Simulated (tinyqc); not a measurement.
Against the Fermi level: single-band model of a thermoelectric material. Computed by tinyqc, a small Python program. Command: `OMP_NUM_THREADS=1 python tinyqc.py 3010895 3010896 out.jsonl thermo walk`. One thread of a shared host (Intel(R) Xeon(R) Processor @ 2.30GHz), about 0.01 s of CPU time with the checks.

One spherical band, one scattering law, no minority carriers and no phonon drag. In a real material minority carriers limit |S| to about E_g/(2 e T), so larger values are formal. eta = E_F/(k_B T) is counted from the band edge; f = 1/(1 + exp(x - eta)).

Inputs (values chosen for the exercise, modelled on n-type Mg2Si):
```
quantity,value,unit
density-of-states mass m,0.89,m_0
mobility parameter mu_300,380,cm^2/(V s)
temperature exponent p,2,-
lattice thermal conductivity kappa_L,3.8,W/(m K)
temperature T,470,K
```

Band: parabolic. Scattering: acoustic phonons, r = -0.5.

Constants: k_B = 8.617333262e-05 eV/K; e = 1.602176634e-19 C; m_0 = 9.1093837015e-31 kg; k_B = 1.380649e-23 J/K; hbar = 1.054571817e-34 J s.

Method:
- With x = E/(k_B T), a = alpha k_B T (0 for a parabolic band), G = x (1 + a x), D = 1 + 2 a x and <y> = int y f (1 - f) dx, f = 1/(1 + exp(x - eta)): tau = tau_0 G^r/D; transport function s = G^(3/2 + r)/D^2; n = N_0 <G^(3/2)> with N_0 = (2 m k_B T)^(3/2)/(3 pi^2 hbar^3).
- Integrals over x = E/(k_B T) use 160 Gauss-Legendre points in u = sqrt(x) from 0 to sqrt(max(eta, 0) + 32).
- sigma = e mu_0 N_0 <s> with mu_0 = e tau_0/m = mu_300 (T/300 K)^(-p); |S| = (k_B/e)(<x s>/<s> - eta); Lorenz number L = (k_B/e)^2 (<x^2 s>/<s> - (<x s>/<s>)^2); kappa_e = L sigma T; zT = S^2 sigma T/(kappa_L + kappa_e).

The same material at other dopings:
```
eta,n (1/cm^3),|S| (microvolt/K),sigma (S/cm),power factor (microwatt/(cm K^2)),zT
-4,7.5188e+17,517.82,1.3993e+01,3.752,0.04629
-3,2.0218e+18,432.97,3.7458e+01,7.022,0.08626
-2,5.3421e+18,350.24,9.7855e+01,12.004,0.14580
-1,1.3543e+19,272.49,2.4151e+02,17.932,0.21201
0,3.1613e+19,204.50,5.3438e+02,22.348,0.24978
1,6.5100e+19,150.88,1.0125e+03,23.047,0.23446
2,1.1667e+20,112.39,1.6398e+03,20.712,0.18612
4,2.6903e+20,68.22,3.0978e+03,14.415,0.09891
6,4.7293e+20,46.95,4.6276e+03,10.199,0.05525
10,9.9509e+20,28.35,7.7095e+03,6.194,0.02355
```

|S| falls and sigma rises with eta, so their product S^2 sigma peaks: among these rows at eta = 1, and zT at eta = 0, where |S| = 205 microvolt/K. zT stays above 90 % of its best row from n = 3.2e19 to 6.5e19 per cm^3.

Extremes, crossings and ranges named in words are read from the listed rows.
